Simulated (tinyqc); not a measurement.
Static screening by free carriers, step by step. Values are carried at full precision from step to step, so a last printed digit may differ when a step is redone from the rounded ones.

kF = (3 pi^2 n/Mv)^(1/3), EF = c kF^2/m with c = hbar^2/2m0, n in 1/angstrom^3 (1e-24 per 1/cm^3), e2 = e^2/(4 pi eps0). Thomas-Fermi: qTF^2 = 6 pi e2 n/(eps EF). Debye: qD^2 = 4 pi e2 n/(eps kB T).

Constants: hbar^2/2m0 = 3.80998211 eV angstrom^2; e^2/(4 pi eps0) = 14.39964547 eV angstrom; kB = 8.617333262e-05 eV/K; a0 (Bohr radius) = 0.5291772105 angstrom; hbar = 6.58211957e-16 eV s.

Values chosen for the exercise (near those of Si; the results hold for these values, not for the real material): n = 7.5e+17 1/cm^3 (carrier density); m = 0.3221 m0 (mass of one isotropic valley); Mv = 6 (valleys); eps = 11.8 (background dielectric constant); T = 200 K; q = 0.0393 1/angstrom (wave vector); aD = 30.6 angstrom (trial radius); NI = 7.5e+17 1/cm^3 (ionised impurities).

## Fermi and screening wave vectors

Also the effective Bohr radius aB = a0 eps/m and rs = (3/(4 pi n))^(1/3)/aB.

kF = 0.015468 1/angstrom
EF at 0 K = 2.830 meV
EF/kT = 0.164
qTF = 0.078074 1/angstrom
qD = 0.025833 1/angstrom
aB = 19.39 angstrom
rs = 3.52

The gas is not degenerate, so the Debye value applies.

## Screening at finite temperature

F_j(eta) = (1/Gamma(j + 1)) integral_0^infinity x^j dx/(1 + exp(x - eta)), which tends to exp(eta) for eta << 0.

At finite T: qs^2 = qD^2 F_-1/2(eta)/F_1/2(eta), where n = Mv N F_1/2(eta) and N = 2 (m kB T/(4 pi c))^(3/2) with c = hbar^2/2m0, in 1/angstrom^3; times 1e24 for 1/cm^3.

Solve for eta and form qs.

n/(Mv N) = 0.05006
eta = -2.977
qs = 0.02561 1/angstrom
screening length 1/qs = 39.05 angstrom

qs is 0.991 of the Debye value and 0.328 of the Thomas-Fermi value.

## Lindhard function at one q

Lindhard at zero temperature: eps(q)/eps = 1 + (qTF/q)^2 L(x), x = q/(2 kF), L(x) = 1/2 + ((1 - x^2)/(4x)) ln|(1 + x)/(1 - x)|.

Compare with Thomas-Fermi, 1 + (qTF/q)^2.

x = 1.2703
L(x) = 0.2430
eps(q)/eps, Lindhard = 1.959
eps(q)/eps, Thomas-Fermi = 4.947

The carriers respond with 24 % of their long-wave strength at this q, beyond 2 kF, where no pair of states on the Fermi surface is joined by q. The zero-temperature form is an exercise here: at the temperature of this gas EF is only 0.16 kT.

## A donor in the screened potential

Donor in the screened potential -(e2/eps) exp(-qs r)/r with the trial function exp(-r/a): E(a) = c/(m a^2) - (e2/eps) 4/(a (2 + qs a)^2), e2 = e^2/(4 pi eps0), c = hbar^2/2m0; isotropic mass.

Evaluate both terms at a = aD.

kinetic term = 12.633 meV
potential term = -20.587 meV
E(aD) = -7.955 meV
unscreened level -m Ry/eps^2 (Ry = 13.60569312 eV) = -31.474 meV

This trial radius gives a bound state.

## Ionised-impurity scattering at E = 3 kT

Brooks-Herring rate for an electron of energy E: 1/tau = NI (pi e2^2/(eps^2 hbar)) (sqrt(c/m)/E^(3/2)) Phi(b), with Phi = ln(1 + b) - b/(1 + b), b = (2k/qs)^2, k^2 = m E/c, NI in 1/angstrom^3.

e2 = e^2/(4 pi eps0), c = hbar^2/2m0; mobility estimate mu = tau/(m m0/e) with m0/e = 5.685630e-12 kg/C, times 1e4 for cm^2/(V s).

b = 26.66
Phi = 2.3563
1/tau = 3.67e+12 1/s
mu at this energy = 1.49e+03 cm^2/(V s)

b is well above 1, the regime that the Brooks-Herring formula is meant for; a true mobility averages tau over the distribution.

## Checks

- Scattering rate against the golden-rule integral over angles (1/s): both 3.674e+12.
- L(x) at x = 0.7 against the integral over the Fermi sphere: both 0.81595.

Program tinyqc; command `OMP_NUM_THREADS=1 python tinyqc.py 1680921 1680922 out.jsonl`; about 0.01 s on one thread of a shared Intel(R) Xeon(R) Processor @ 2.30GHz.
